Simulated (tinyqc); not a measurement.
Strain, valley repopulation and piezoresistance in a many-valley conduction band. From one set of inputs to another, one input at a time. Computed by tinyqc, a small Python program. Command: `OMP_NUM_THREADS=1 python tinyqc.py 3019996 3019997 out.jsonl valleys ladder`. One thread of a shared host (Intel(R) Xeon(R) Processor @ 2.30GHz), about 0.06 s of CPU time with the checks.

Valleys are ellipsoids with mass m_l along the axis a and m_t across it, parabolic, with one constant relaxation time; strain shifts the valleys and leaves the masses alone. Currents are taken along [111], along the load, and along [1-10], across the load.

The inputs printed are set A. Inputs not listed in the table keep their values of set A, so the rows need not describe a real material.

Inputs (values chosen for the exercise, modelled on germanium):
```
quantity                              value    unit
longitudinal mass m_l                  1.63     m_0
transverse mass m_t                  0.0819     m_0
shear deformation potential Xi_u       16.1      eV
dilation deformation potential Xi_d    -4.5      eV
C11                                     129     GPa
C12                                    48.2     GPa
C44                                      67     GPa
stress X (tension positive)            -430     MPa
electron density n                    4e+19  1/cm^3
relaxation time tau                     120      fs
temperature T                            77       K
```

Valley axes: <111> (4 valleys). Load: uniaxial [111].

Constants: k_B = 8.617333262e-05 eV/K; m_0 = 9.1093837015e-31 kg; k_B = 1.380649e-23 J/K; hbar = 1.054571817e-34 J s; e = 1.602176634e-19 C.

Method:
- Compliances S11 = (C11 + C12)/((C11 - C12)(C11 + 2 C12)), S12 = -C12/((C11 - C12)(C11 + 2 C12)), S44 = 1/C44; stress sigma_ij = X n_i n_j for the unit vector n of the load; e_xx = S11 sigma_xx + S12 (sigma_yy + sigma_zz), e_xy = S44 sigma_xy/2 (tensor strain).
- Herring-Vogt shift of a valley with unit axis a: dE = Xi_d tr(e) + Xi_u a.e.a.
- Each of the 4 valleys holds n_v = N_v (2/sqrt(pi)) F_1/2((E_F - dE_v)/(k_B T)), N_v = 2 (m_d k_B T/(2 pi hbar^2))^(3/2), m_d = (m_l m_t^2)^(1/3); E_F solves sum n_v = n and is counted from the unstrained edge.
- F_j(eta) = int_0^infinity x^j/(1 + exp(x - eta)) dx, without a gamma-function factor. It is evaluated after integrating by parts.
- Integrals over x = E/(k_B T) use 160 Gauss-Legendre points in u = sqrt(x) from 0 to sqrt(max(eta, 0) + 32).
- Mobility tensor mu = e tau sum_v (n_v/n) [1/m_t + (1/m_l - 1/m_t) a a^T]; unstrained mu_0 = e tau (1/m_l + 2/m_t)/3; resistivity along d from the inverse tensor, rho_d = d.mu^-1.d/(n e), mobility along d = 1/(d.mu^-1.d); gauge pi_d = (rho_d/rho_0 - 1)/X.

Each row keeps all changes above it; columns: (1) input moved; (2) from; (3) to; (4) mobility along the first direction (cm^2/(V s)); (5) mobility along the second direction (cm^2/(V s)); (6) splitting (highest minus lowest) (meV):
```
(1)                                       (2)      (3)     (4)     (5)     (6)
set A                                       -        -  1372.1  1955.7   45.92
C11 (GPa)                                 129      140  1372.1  1955.7   45.92
electron density n (1/cm^3)             4e+19  9.9e+18   772.6  2255.5   45.92
stress X (tension positive) (MPa)        -430    -1000   131.4  2576.1  106.80
shear deformation potential Xi_u (eV)    16.1       19   129.6  2577.0  126.04
transverse mass m_t (m_0)              0.0819   0.0609   130.8  3465.0  126.04
relaxation time tau (fs)                  120      250   272.5  7218.7  126.04
longitudinal mass m_l (m_0)              1.63     1.81   244.7  7219.2  126.04
```

Which inputs carry the difference?

Mobility along the first direction goes from 1370 to 245, a factor 0.178 in all. The largest single move comes from stress X (tension positive) (a factor 0.170), and relaxation time tau works against it (a factor 2.08). Mobility along the second direction goes from 1960 to 7220, a factor 3.69 in all. The largest single move comes from relaxation time tau (a factor 2.08). Splitting (highest minus lowest) goes from 45.9 to 126, a factor 2.74 in all. The largest single move comes from stress X (tension positive) (a factor 2.33). The single moves hold for this order of the switches; the total does not depend on the order.

Extremes, crossings and ranges named in words are read from the listed rows.
